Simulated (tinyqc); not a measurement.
# Worked calculation: threshold-voltage variability of a planar MOSFET, analytic estimates

Computed by the program tinyqc: `OMP_NUM_THREADS=1 python tinyqc.py 2090023 2090024 out.jsonl`, one thread of a shared Intel Xeon 2.30GHz, about 0.01 s for the whole run. Printed values are rounded.

Three independent sources add in quadrature: random dopants in the depleted layer, metal-gate grains of two orientations, and roughness of the two gate edges acting through the roll-off VT = VT(long) - Vr exp(-L/l). These are first-order estimates: no three-dimensional electrostatics, no percolation.

Values chosen for this exercise; material values close to those of silicon: temperature T = 325 K; band gap Eg = 1.12 eV; relative permittivity of the semiconductor eps_r = 11.8; conduction-band density of states at T Nc = 3.2e19 cm^-3; valence-band density of states at T Nv = 3.03e19 cm^-3; channel doping Na = 5e18 cm^-3; oxide-equivalent thickness in inversion ti = 2.4 nm; gate length L = 65 nm; gate width W = 140 nm; metal grain size G = 7 nm; work-function difference of the two grain orientations dW = 0.1 eV; share of the orientation of higher work function p = 0.4; rms roughness of one gate edge De = 0.6 nm; correlation length of the roughness La = 20 nm; decay length of the threshold roll-off l = 13 nm; prefactor of the roll-off Vr = 2.5 V; subthreshold factor n = 1.18; gm/I of a matched pair gI = 15 1/V; spread of the gain factor of one device sb = 2 %; number of cells Nb = 65536; wanted yield Y = 0.999.

Constants: q = 1.602176634e-19 C, kB = 1.380649e-23 J/K, Vt = kB T/q, eps0 = 8.8541878128e-14 F/cm where lengths are in cm. Results are converted to the units shown.

Range of the model: gI s exceeds 0.2, so the linear formula for the current mismatch is only a rough guide.

## Random dopants

ni = sqrt(Nc Nv) exp(-Eg/(2 Vt)), Eg in volts; Cox = 3.9 eps0/ti; Wd = sqrt(4 eps0 eps_r Vt ln(Na/ni)/(q Na)); dopants: s1 = (q/Cox) sqrt(Na Wd/(3 L W)). The slope A1 = s1 sqrt(L W); mean number of dopants Na L W Wd.

Cox = 1.43881 uF/cm^2
Wd = 16.2918 nm
mean number of dopants = 741.276
A1 = 1.83492 mV um
s1 = 19.2352 mV

Counting alone, 1/sqrt(N) of the depletion voltage q Na Wd/Cox = 907 mV, would give sqrt(3) times more: dopants deep in the layer act less on the surface.

## Metal grains and edge roughness

Grains: Ng = L W/G^2 (at least 1), s2 = dW sqrt(p (1 - p)/Ng). Edges, with exponential correlation and u = W/La: the mean gate length has sL^2 = 2 De^2 (2/u)[1 - (1 - exp(-u))/u]; s3 = sL (Vr/l) exp(-L/l).

Ng = 185.714
s2 = 3.59487 mV
sL = 0.419944 nm
dVT/dL = 1.29576 mV/nm
s3 = 0.544147 mV

## Total spread, mismatch and leakage

s = sqrt(s1^2 + s2^2 + s3^2). For a pair: s(dVT) = sqrt(2) s; current mismatch sqrt(2) sqrt((gI s)^2 + sb^2); input offset = current mismatch/gI. For a Gaussian VT the off current is log-normal with mean/median = exp(s^2/(2 (n Vt)^2)).

s = 19.5758 mV
s(dVT) = 27.6843 mV
current mismatch = 41.6227 %
input offset = 27.7485 mV
mean/median of Ioff = 1.19177

The dopants give 96.6 % of the variance; without them s would be 3.64 mV. A current mismatch this large is beyond the linear estimate.

## Iteration 1: margin in standard deviations for the wanted yield

k at the start = 3

Cells fail independently with probability Q(k) = erfc(k/sqrt(2))/2 when the margin is k standard deviations, and Y = exp(-Nb Q(k)). phi = exp(-k^2/2)/sqrt(2 pi). Newton steps on ln Q(k) = ln(-ln(Y)/Nb): k(new) = k + [ln Q - ln(-ln(Y)/Nb)] Q/phi.

Q(k) = 0.00134990
phi = 0.00443185
k after iteration 1 = 6.46925

## Iteration 2: margin in standard deviations for the wanted yield

As before.

Q(k) = 4.92459e-11
phi = 3.25870e-10
k after iteration 2 = 5.60233

## Course of the iteration: margin in standard deviations for the wanted yield

Stop when k changes by less than 1e-9, or after 30 iterations.

Course of the iteration:
```
iteration	k	|change|
1	6.46925	3.47
2	5.60233	0.867
3	5.53870	0.0636
4	5.53835	3.45e-4
5	5.53835	1.01e-8
6	5.53835	< 1e-12
```

Converged in 6 iterations. At the end the number of correct digits about doubles with each step. With s(dVT) = 27.7 mV, 5.54 standard deviations are 153 mV.
